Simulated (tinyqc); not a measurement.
# From one set of inputs to another, one input at a time

Model: correction of a charged-defect supercell by a model charge and potential alignment (plane-averaged potentials). Computed by tinyqc, a small Python program. Command: `OMP_NUM_THREADS=1 python tinyqc.py 3110125 3110126 out.jsonl align ladder`. One thread of a shared host (Intel(R) Xeon(R) Processor @ 2.30GHz), about 0.02 s of CPU time with the checks.

The "true" defect charge is (1 - x) q in a Gaussian of width sigma plus x q in one of width sigma_t, so the exact answer is known; the correction sees only a single model Gaussian of width sigma_m. A Gaussian of width s has the transform rho(G) = exp(-G^2 s^2/2), normalised to 1. A uniform background cancels q, so G = 0 is left out. Potentials are those felt by a unit positive charge. E_0 is the formation energy of the isolated defect, E_cell its value in the supercell, E_lat = E_iso - E_per of the model charge, C the true less the model potential far from the defect; the exact correction is E_0 - E_cell, and the error of a scheme is E_cell plus its correction less E_0.

The inputs printed are set A. Inputs not listed in the table keep their values of set A, so the rows need not describe a real material.

Inputs (values chosen for the exercise, with screening close to that of silicon): defect charge q = 1 e; dielectric constant eps = 12; edge of the cubic cell L = 19.6 angstrom; width sigma of the true defect charge = 1.4 angstrom; width sigma_m of the model charge = 1.1 angstrom; share x of the charge in a wide tail = 0.058; width sigma_t of the tail = 2.4 angstrom; formation energy of the isolated defect E_0 = 5.44 eV.

Constants: e^2/(4 pi eps_0) = 14.39964548 eV angstrom.

Method:
- Periodic energy E_per = (2 pi q^2/(eps L^3)) (e^2/(4 pi eps_0)) sum_(G != 0) rho(G)^2/G^2, G = (2 pi/L)(n1, n2, n3), |n_i| <= 16. Isolated energy: two Gaussians of charges q_a, q_b and widths a, b interact by q_a q_b (e^2/(4 pi eps_0 eps)) sqrt(2/pi)/sqrt(a^2 + b^2), and the self-energy is half the sum over pairs.
- Supercell value E_cell = E_0 + E_per - E_iso for the true charge.
- E_lat = E_iso - E_per for the model charge; point-charge value alpha q^2 e^2/(4 pi eps_0 eps 2 L) with alpha = 2.837297.
- Plane-averaged potential at distance z from the defect: V(z) = (4 pi q/(eps L^3)) (e^2/(4 pi eps_0 e)) sum_(m != 0) rho(G_m) cos(G_m z)/G_m^2, G_m = 2 pi m/L, |m| <= 40.
- C = difference at z = L/2; E_corr = E_cell + E_lat - q C. For charges that have died out at L/2, C = (2 pi q/(eps L^3)) (e^2/(4 pi eps_0 e)) (<s^2> - sigma_m^2), <s^2> = (1 - x) sigma^2 + x sigma_t^2.

Each row keeps all changes above it:
```
input moved                                        from     to  E_lat (eV)  alignment C (V)  error with the point-charge term alone (meV)
set A                                                 -      -     0.08564        0.0009716                                        2.1833
width sigma_t of the tail (angstrom)                2.4    2.6     0.08564        0.0010295                                        2.2414
dielectric constant eps                              12   9.73     0.10562        0.0012697                                        2.7643
share x of the charge in a wide tail              0.058  0.074     0.10562        0.0013645                                        2.8591
edge of the cubic cell L (angstrom)                19.6   17.4     0.11852        0.0019483                                        4.0866
width sigma_m of the model charge (angstrom)        1.1    1.4     0.11720        0.0006244                                        4.0866
width sigma of the true defect charge (angstrom)    1.4    1.5     0.11720        0.0010984                                        4.5606
```

Which inputs carry the difference?

E_lat goes from 0.0856 to 0.117, a factor 1.37 in all. The largest single move comes from dielectric constant eps (a factor 1.23). Alignment C goes from 9.72e-4 to 0.00110, a factor 1.13 in all. The largest single move comes from width sigma_m of the model charge (a factor 0.321), but it runs against the net change; the largest move in the direction of the net change is width sigma of the true defect charge (a factor 1.76). Error with the point-charge term alone goes from 2.18 to 4.56, a factor 2.09 in all. The largest single move comes from edge of the cubic cell L (a factor 1.43). The single moves hold for this order of the switches; the total does not depend on the order.

Extremes, crossings and ranges named in words are read from the listed rows.
